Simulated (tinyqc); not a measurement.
Non-linearity against on/off ratio.

Worst-case read of an N x N array without selectors, ideal wires, unselected lines floating and all unselected cells in the low state with resistance K Ron: the sneak path is Rsn = K Ron [2/(N - 1) + 1/(N - 1)^2], in parallel with the selected cell Rc. A sense resistor Ron to ground gives Vout = Vr Ron/(Ron + Rc Rsn/(Rc + Rsn)); margin = [Vout(Rc = Ron) - Vout(Rc = ra Ron)]/Vr. Here N = 32; the columns give the margin for ra = 8, 100 and 500.

Results:
```
K     Rsn/Ron  margin, ra = 8 (%)  margin, ra = 100 (%)  margin, ra = 500 (%)
1     0.06556              0.3096                0.3528                0.3558
3      0.1967               1.989                 2.293                 2.314
10     0.6556               9.365                 11.08                 11.20
30      1.967               21.35                 25.99                 26.34
100     6.556               31.82                 39.56                 40.16
1000    65.56               38.08                 47.92                 48.68
3000    196.7               38.62                 48.64                 49.42
```

Estimate the missing row, K = 300.

Computed row:
```
K    Rsn/Ron  margin, ra = 8 (%)  margin, ra = 100 (%)  margin, ra = 500 (%)
300    19.67               36.28                 45.50                 46.22
```

With this row back in the table: At K = 1 the margin is 0.310 % for ra = 8 and 0.356 % for ra = 500: an on/off ratio 62.5 times larger gains a factor of only 1.15, because the sneak path (0.066 Ron) shunts the cell. Raising K to 3000 lifts the margin at ra = 100 from 0.353 to 48.6 %.

Numbers from tinyqc (`OMP_NUM_THREADS=1 python tinyqc.py 2880017 2880018 out.jsonl`; about 0.01 s on one thread of a shared Intel Xeon 2.30GHz).
